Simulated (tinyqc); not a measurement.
Angle series: uniform film or islands? Model: X-ray photoelectron analysis of a thin oxide on a semiconductor: attenuation lengths, thickness, angle series and band offsets. Computed by tinyqc, a small Python program. Command: `OMP_NUM_THREADS=1 python tinyqc.py 3114151 3114152 out.jsonl xps walk`. One thread of a shared host (Intel(R) Xeon(R) Processor @ 2.30GHz), about 0.01 s of CPU time with the checks.

The same element is seen in the oxide and in the substrate, at nearly the same kinetic energy; films are flat and uniform, and the work function is ignored.

Inputs (values chosen for the exercise, modelled on SiO2 on 4H-SiC):
```
quantity,value,unit
photon energy,2000,eV
binding energy of the core level,100.5,eV
oxide density,2.2,g/cm^3
oxide formula mass,60.08,g/mol
valence electrons per oxide formula,16,-
oxide gap,8.83,eV
substrate density,3.21,g/cm^3
substrate formula mass,40.1,g/mol
valence electrons per substrate formula,8,-
substrate gap,3.26,eV
oxide thickness d,1.1,nm
emission angle from the normal,45,degrees
attenuation length over inelastic mean free path,0.9,-
carbon overlayer,0.13,nm
```

Method:
- TPP-2M: lambda = E/(E_p^2 [b ln(c E) - C/E + D/E^2]) in angstrom, E_p = 28.8 sqrt(N_v rho/M), b = -0.10 + 0.944/sqrt(E_p^2 + E_g^2) + 0.069 rho^0.1, c = 0.191/sqrt(rho), U = N_v rho/M, C = 1.97 - 0.91 U, D = 53.4 - 20.8 U, with E = photon energy less binding energy in eV.
- Attenuation length L = factor x lambda.
- R_0 = (rho_o/M_o) L_o/((rho_s/M_s) L_s); peak ratio R = I_ox/I_sub = R_0 [exp(d/(L_o cos theta)) - 1]; hence d = L_o cos theta ln(1 + R/R_0). A carbon layer weakens both peaks alike, by exp(-d_C/(L_o cos theta)) if its L is taken equal to L_o. This R_0 leaves out intrinsic losses from the substrate peak, so calibrated values can be larger.
- Islands: half of the surface carries 2 d and half none, R = R_0 (1/2)(1 - t)/(1/2 + t/2) with t = exp(-2 d/(L_o cos theta)); the apparent thickness is read with the uniform formula.

R_0 = 0.607219

L in the oxide = 4.48027 nm

Against the angle:
```
theta (degrees),"R, uniform","R, islands","apparent d, islands (nm)"
0,0.16898,0.14616,0.96630
20,0.18131,0.15514,0.95790
35,0.21222,0.17674,0.93756
45,0.25207,0.20275,0.91275
55,0.32442,0.24513,0.87143
65,0.47833,0.31779,0.79698
75,0.96071,0.44883,0.64171
```

What follows from these numbers?

A uniform film gives d = 1.1 nm at every angle. The island film of the same volume reads 0.966 nm at normal emission and 0.642 nm at 75 degrees; its ratio cannot pass R_0, since the bare half always shows the substrate.

Extremes, crossings and ranges named in words are read from the listed rows.
